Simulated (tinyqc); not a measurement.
## Charge imbalance from the loss of breakdown voltage

Question. In a superjunction of pillar doping N and length Lp an imbalance dl lowers BV by q |dl| N Lp^2/(4 eps0 eps_r), as long as the field reaches through the pillar. Find |dl| and the net dose error |dl| N wp.

Inputs (values chosen for the exercise):

| symbol | value | unit | meaning |
|---|---|---|---|
| eps_r | 11.7 |  | relative permittivity of the semiconductor |
| wp | 1 | um | width of each pillar |

Constants: q = 1.602176634e-19 C, eps0 = 8.8541878128e-14 F/cm where lengths are in cm. Results are converted to the units shown.

BV balanced and BV measured (V): [380, 224.01665]
N = 2.3652002e16 cm^-3
Lp = 15.182085 um

Answer. The loss is linear in |dl|; its sign cannot be told from BV.

|dl| = 7.400 %
dose error = 1.750e11 cm^-2

Computed by the program tinyqc: `OMP_NUM_THREADS=1 python tinyqc.py 2590026 2590027 out.jsonl`, one thread of a shared Intel Xeon 2.30GHz, about 0.01 s for the whole run.
